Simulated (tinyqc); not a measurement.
One-dimensional ballistic tunnel FET, two-band WKB: two steps of the calculation.

A p-type source for x < 0 with its Fermi level at 0 and its valence edge at ds; in the channel the bands fall as D exp(-x/lam) towards their flat values, with the conduction edge at Ec = ds - dP and D = dP + Eg. The gate moves dP one to one. The drain Fermi level lies at -Vd and the drain side reflects nothing. For w = E - Ec between 0 and dP an electron crosses the gap. Two-band dispersion with equal masses m: inside the gap kappa = sqrt(m u (1 - u/Eg)/C), u the distance from a band edge, C = hbar^2/(2 m0).

Inputs (values chosen for the exercise); band and dielectric values close to those of germanium:
```
symbol,value,unit,meaning
T,77,K,temperature
Eg,0.663,eV,band gap
m,0.041,m0,band-edge mass of the two-band model
lam,3.4,nm,screening length of the source junction
ds,0.13,eV,source valence edge above the source Fermi level
Vd,0.2,V,drain bias
g,1,,number of degenerate subbands (spin apart)
dP,0.37,eV,tunnelling window Ev(source) - Ec(channel)
w0,0.17,eV,energy above the channel conduction edge
nc,9,,cells of the path
nE,13,,points of the energy grid
```

Constants: q = 1.602176634e-19 C, kB = 1.380649e-23 J/K, hbar = 1.054571817e-34 J s, h = 6.62607015e-34 J s, m0 = 9.1093837015e-31 kg, Vt = kB T/q, hbar^2/(2 m0) = 0.0380998212 eV nm^2. Results are converted to the units shown.

Question 1. The path through the gap by the midpoint rule. At w = w0 the path runs from xa = lam ln(D/(w + Eg)) to xb = lam ln(D/w); u(x) = w + Eg - D exp(-x/lam) is the height above the valence edge. Cut it into nc equal cells: S = 2 (cell width) times the sum of kappa at the centres.

Find: xa; xb; x; u; kappa; S.

Answer 1.

xa = 0.73164 nm
xb = 6.1350 nm
x, cell 0 to 8 (nm): [1.0318, 1.6322, 2.2326, 2.8330, 3.4333, 4.0337, 4.6341, 5.2345, 5.8349]
u, cell 0 to 8 (eV): [0.07039, 0.19384, 0.29730, 0.38401, 0.45669, 0.51760, 0.56866, 0.61144, 0.64731]
kappa, cell 0 to 8 (1/nm): [0.26021, 0.38420, 0.42008, 0.41700, 0.39106, 0.34950, 0.29509, 0.22620, 0.12840]
S = 3.4483

Question 2. Current on a coarse grid. S(w) = 2 lam int_0^Eg kappa(u) du/(w + Eg - u) = 2 pi lam sqrt(m/(C Eg)) [w + Eg/2 - sqrt(w (w + Eg))], T(w) = exp(-S). I = g (2 q^2/h) int_0^dP T(w) [f(E) - f(E + Vd)] dw, E = ds - dP + w, f(x) = 1/(1 + exp(x/Vt)). Simpson's rule on nE equally spaced points.

Wanted: w; T(w); difference of the f; I.

Answer 2.

w, point 0 to 12 (eV): [0.00000, 0.03083, 0.06167, 0.09250, 0.12333, 0.15417, 0.18500, 0.21583, 0.24667, 0.27750, 0.30833, 0.33917, 0.37000]
T(w), point 0 to 12: [1.2069e-4, 0.0027930, 0.0071033, 0.012972, 0.020176, 0.028495, 0.037727, 0.047689, 0.058226, 0.069201, 0.080500, 0.092026, 0.10370]
difference of the f, point 0 to 12: [0.0024037, 0.20077, 0.96322, 0.99963, 1.0000, 1.0000, 0.99975, 0.97447, 0.26801, 0.0034998, 3.3686e-5, 3.2313e-7, 3.0994e-9]
I = 0.41062 uA

Range of the model: The two-band model describes a direct gap; phonon-assisted tunnelling across an indirect gap is left out.

Program tinyqc, `OMP_NUM_THREADS=1 python tinyqc.py 2620017 2620018 out.jsonl`; Intel Xeon 2.30GHz, shared host, one thread, about 0.01 s.
